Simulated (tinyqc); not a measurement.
From image to dissolution rate: chemically amplified photoresist: aerial image, acid generation, bake, development and line width. Computed by tinyqc, a small Python program. Command: `OMP_NUM_THREADS=1 python tinyqc.py 3000327 3000328 out.jsonl resist walk`. One thread of a shared host (Intel(R) Xeon(R) Processor @ 2.30GHz), about 0.02 s of CPU time with the checks.

Lines and spaces of pitch p with a two-beam-like image; x = 0 is the middle of the bright space. The resist is positive and treated as uniform in depth.

Inputs (values chosen for the exercise, for a model resist at 13.5 nm):
```
quantity,value,unit
pitch p,32,nm
image contrast c,0.61,-
mean dose E,10.2,mJ/cm^2
Dill parameter C,0.017,cm^2/mJ
"quencher load q, relative to the acid generator",0.14,-
acid diffusivity D,0.063,nm^2/s
bake time t,60,s
amplification rate k_amp,0.047,1/s
threshold protection m_th,0.64,-
development selectivity n,3,-
largest rate r_max,210,nm/s
smallest rate r_min,0.021,nm/s
```

Method:
- Dose E(x) = E [1 + c cos(2 pi x/p)]; acid h = 1 - exp(-C E(x)).
- Bake: the acid image is blurred by a Gaussian of variance sigma^2 = 2 D t (each Fourier term k of h, taken on 64 points, is multiplied by exp(-4 pi^2 k^2 D t/p^2)).
- The quencher then removes q, h_eff = max(h_blurred - q, 0); protection m = exp(-k_amp t h_eff).
- Mack rate r = r_max (a + 1)(1 - m)^n/(a + (1 - m)^n) + r_min, a = ((n + 1)/(n - 1))(1 - m_th)^n.

Across half a pitch:
```
x/p,x (nm),dose (mJ/cm^2),blurred acid,protection m,rate (nm/s)
0.00,0.0,16.422,0.23252,0.7703,2.6400e+01
0.05,1.6,16.117,0.22900,0.7780,2.4107e+01
0.10,3.2,15.234,0.21872,0.8009,1.7918e+01
0.15,4.8,13.857,0.20249,0.8384,9.9496e+00
0.20,6.4,12.123,0.18169,0.8891,3.3298e+00
0.25,8.0,10.200,0.15816,0.9501,3.2669e-01
0.30,9.6,8.277,0.13413,1.0000,2.1000e-02
0.35,11.2,6.543,0.11201,1.0000,2.1000e-02
0.40,12.8,5.166,0.09416,1.0000,2.1000e-02
0.45,14.4,4.283,0.08256,1.0000,2.1000e-02
0.50,16.0,3.978,0.07854,1.0000,2.1000e-02
```

What follows from these numbers?

The dose varies by a factor 4.13 across the pattern and the rate by 1260.

Extremes, crossings and ranges named in words are read from the listed rows.
